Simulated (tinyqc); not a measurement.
Debye-Callaway model of lattice thermal conductivity: one step, computed by the program tinyqc.

Three acoustic branches with one velocity v, cut at omega_D = k_B Theta/hbar; x = hbar omega/(k_B T). v and Theta are separate inputs: Theta cuts off the heat-carrying modes, so C need not reach 3 k_B/V. gamma is an effective value that sets the umklapp rate. Heat flows along the film.

Task: Scattering rates at one frequency. Rates: point defects A omega^4; umklapp B omega^2 T exp(-Theta/(b T)) with B = hbar gamma^2/(M v^2 Theta). Film: the bulk time tau of each mode, from the resistive rates above, is multiplied by the Fuchs-Sondheimer factor F = (3/2) int_0^1 (1 - u^2) [1 - (1 - p) (u/d) (1 - E)/(1 - p E)] du, with E = exp(-d/u), d = t/(v tau), by 48 Gauss-Legendre points in z with u = z^4; the boundary rate is defined as 1/(F tau) - 1/tau. The resistive time is tau_R = 1/(boundary + point-defect + umklapp rates), and the free path is v tau_R.

Inputs (values chosen for the exercise, for a model crystal):
```
quantity                              value        unit
sound velocity v                       2120         m/s
Debye temperature Theta                 203           K
mean atomic mass M                      125           u
effective Grueneisen parameter gamma   1.08           -
umklapp exponent divisor b                3           -
film thickness t                        2.9  micrometre
specularity p                           0.8           -
temperature T                           600           K
probe frequency omega/omega_D          0.84           -
```

Sample: film. Point defects: alloy. Normal processes: left out.

Rayleigh coefficient A = 1.165148e-42 s^3

Constants: k_B = 1.380649e-23 J/K; hbar = 1.054571817e-34 J s; u = 1.6605390666e-27 kg.

Give: omega; Rates; tau_R; free path.

Result:

omega = 2.232e+13 rad/s

Rates:
```
process        rate (1/s)  rate x tau_R
boundaries      5.483e+07     1.184e-04
point defects   2.894e+11        0.6251
umklapp         1.735e+11        0.3748
```

tau_R = 2.160e-12 s

free path = 4.579 nm

The strongest resistive process at this frequency: point defects, 63 % of the resistive rate.
